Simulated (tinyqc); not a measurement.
# Resistance of a tapered via with liner, size effect and interface: via resistance against the sidewall angle

A round via whose diameter grows from db at the bottom as D(z) = db + 2 z/tan(ang). The fill, of diameter D - 2 tl, starts above the bottom liner (thickness fb tl) and has rho = rho0 (1 + ks lam/(D - 2 tl)); the sidewall liner conducts in parallel with it. The bottom liner and the interface are crossed over the full area pi db^2/4. Spreading in the lines above and below is left out.

Slices between z0 = fb tl and hv, evaluated at their midpoints: conductance per length pi/4 [(D - 2 tl)^2/rho + (D^2 - (D - 2 tl)^2)/rl], slice resistance = slice height over that. 2000 slices. R_fill = sum of the slices; R_bottom = rl fb tl/(pi db^2/4); R_interface = ri/(pi db^2/4); ballistic (Sharvin) limit 1/(Sb pi (db - 2 tl)^2/4); ideal cylinder rho0 hv/(pi db^2/4).

Inputs (values chosen for the exercise); fill metal close to copper: diameter at the bottom db = 18 nm; height hv = 54 nm; bulk resistivity of the fill rho0 = 1.66 uohm cm; mean free path of the fill lam = 40.8 nm; size-effect factor ks = 1; liner on the sidewall tl = 2.1 nm; liner at the bottom over that on the sidewall fb = 0.7; resistivity of the liner rl = 310 uohm cm; interface resistivity at the bottom ri = 6.1e-13 ohm cm^2; ballistic conductance per area, about 3/(4 rho0 lam) Sb = 1.1e15 S/m^2.

The same in every row: R_bottom (ohm) = 17.91; R_interface (ohm) = 0.2397; ballistic limit (ohm) = 6.078.

Via resistance against the sidewall angle:
```
ang (degrees)  R_fill (ohm)  R (ohm)  R over ideal cylinder  largest part
90                    22.73    40.88                  11.60          fill
89                    19.03    37.18                  10.55          fill
88                    16.29    34.44                  9.777  bottom liner
87                    14.19    32.34                  9.181  bottom liner
86                    12.54    30.68                  8.710  bottom liner
84                    10.09    28.24                  8.017  bottom liner
82                    8.388    26.54                  7.533  bottom liner
```

R falls from 40.9 to 26.5 ohm. The fill is the largest part at ang = 90, the bottom liner from 88 on. The share of the two bottom terms goes from 44.4 to 68.4 %. For ang = 84, 82 the ballistic limit exceeds half of R_fill, so the diffusive model understates R.

tinyqc, about 0.01 s, one thread, Intel Xeon 2.30GHz (shared host): `OMP_NUM_THREADS=1 python tinyqc.py 2750025 2750026 out.jsonl`
